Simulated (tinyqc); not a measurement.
Inversion-layer mobility, back-scattering and ballistic limit of a field-effect transistor: one step, computed by the program tinyqc. Command: `OMP_NUM_THREADS=1 python tinyqc.py 3010656 3010657 out.jsonl mos walk`. One thread of a shared host (Intel(R) Xeon(R) Processor @ 2.30GHz), about 0.01 s of CPU time with the checks.

The charge at the top of the source barrier is fixed by the gate; series resistance and short-channel effects are left out. F_j are Fermi integrals normalised to exp(eta) in the classical limit.

Question. Back-scattering. Non-degenerate: every F_j(eta) is replaced by exp(eta). Ballistic channel: N_2D = g_v m k_B T/(pi hbar^2), U = e V_D/(k_B T); eta_F solves N_inv = (N_2D/2)[F_0(eta_F) + F_0(eta_F - U)]; v_T = sqrt(2 k_B T/(pi m)); I/W = e (N_2D/2) v_T [F_1/2(eta_F) - F_1/2(eta_F - U)]; injection velocity v_T F_1/2(eta_F)/F_0(eta_F). Mean free path lambda = (2 k_B T/e)(mu/v_T) F_0(eta_0)/F_-1/2(eta_0), with eta_0 from N_inv = N_2D F_0(eta_0); critical length l = L (1 + U)^(-a), an empirical rule; back-scattering r = l/(l + lambda). Then eta solves N_inv = (N_2D/2)[(1 + r) F_0(eta) + (1 - r) F_0(eta - U)] and I/W = e (N_2D/2) v_T (1 - r)[F_1/2(eta) - F_1/2(eta - U)]. Ballistic ratio: I over the ballistic current. Apparent mobility 1/(1/mu + 1/mu_B), mu_B = mu L/lambda.

Inputs (values chosen for the exercise, modelled on a strained silicon n-channel):

| quantity | value | unit |
|---|---|---|
| transport mass m | 0.19 | m_0 |
| valley degeneracy g_v | 2 | - |
| drain voltage V_D | 0.5 | V |
| channel length L | 31 | nm |
| exponent a of the critical length | 0.67 | - |
| temperature T | 400 | K |

Statistics at the top of the barrier: non-degenerate.

inversion density N_inv = 2.743079e+12 1/cm^2

effective mobility mu = 452.5892 cm^2/(V s)

Constants: m_0 = 9.1093837015e-31 kg; k_B = 1.380649e-23 J/K; hbar = 1.054571817e-34 J s; k_B = 8.617333262e-05 eV/K; e = 1.602176634e-19 C.

Give: eta_0; mean free path lambda; critical length l; back-scattering coefficient r; current I/W; ballistic ratio; apparent low-field mobility.

Answer.

eta_0 = -0.6905

mean free path lambda = 21.89 nm

critical length l = 4.940 nm

back-scattering coefficient r = 0.1841

current I/W = 431.6 microampere/micrometre

ballistic ratio = 0.6890

apparent low-field mobility = 265.3 cm^2/(V s)

L/lambda = 1.42, but at this drain voltage only the first 4.94 nm can return a carrier to the source, so the device works at 69 % of its ballistic limit.
